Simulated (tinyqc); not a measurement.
# Worked calculation: an infinitely deep well in a field (quantum-confined Stark shift), Airy functions

Computed by the program tinyqc: `OMP_NUM_THREADS=1 python tinyqc.py 2580014 2580015 out.jsonl`, one thread of a shared Intel Xeon 2.30GHz, about 0.02 s for the whole run. Printed values are rounded.

Hard walls at x = -L/2 and +L/2; between them U(x) = -F x (eV, zero at the centre). C = hbar^2/(2 m0), e = (C F^2/m1)^(1/3), z1 = (F L/2 - E)/e at the left wall and z2 = (-F L/2 - E)/e at the right wall. Levels are the roots of D(E) = Ai(z1) Bi(z2) - Ai(z2) Bi(z1).

Parameters, values chosen for the exercise:
- m1 = 0.35 m0 (mass)
- L = 13.7 nm (well width)
- F = 0.00024 V/nm (field)
- n = 1 (level sought)

Constants: q = 1.602176634e-19 C, hbar = 1.054571817e-34 J s, m0 = 9.1093837015e-31 kg, hbar^2/(2 m0) = 0.0380998212 eV nm^2. Results are converted to the units shown.

## Level without field and second-order shift

E_n(0) = C (n pi/L)^2/m1; second-order shift m1 F^2 L^4 (1 - 15/(pi n)^2)/(48 C pi^2 n^2).

E_n(0) = 0.00572418 eV
second-order shift = -0.0204531 meV
F L/E_1(0) = 0.574405

## Step 1: secant step for the level

first trial energy = 0.0057 eV
second trial energy = 0.0054 eV

Secant step from the last two trial energies, E_a the older and E_b the newer: next = E_b - D(E_b) (E_b - E_a)/(D(E_b) - D(E_a)).

D(E_a) = -1.86248e-4
D(E_b) = -0.0157162
third trial energy = 0.00570360 eV

## Step 2: secant step for the level

As before.

D(E_a) = -0.0157162
D(E_b) = -7.22172e-6
fourth trial energy = 0.00570374 eV

## Course of the secant iteration

Stop when E changes by less than 1e-10 eV and the root is level n (n - 1 nodes between the walls). E_a and E_b start as the two trial energies.

Course of the iteration:
```
step	E (eV)	change (eV)
1	0.00570360	3.04e-4
2	0.00570374	1.40e-7
3	0.00570374	5.63e-9
4	0.00570374	1.07e-13
```

Converged in 4 steps to level 1.

## Stark shift

Exact shift E_n(F) - E_n(0), and the mean position <x> = -dE_n/dF. E_n(0) = C (n pi/L)^2/m1; second-order shift m1 F^2 L^4 (1 - 15/(pi n)^2)/(48 C pi^2 n^2).

E_n = 0.00570374 eV
shift = -0.0204399 meV
<x> = 0.17022 nm

The second-order estimate is 0.065 % above the exact shift in size.
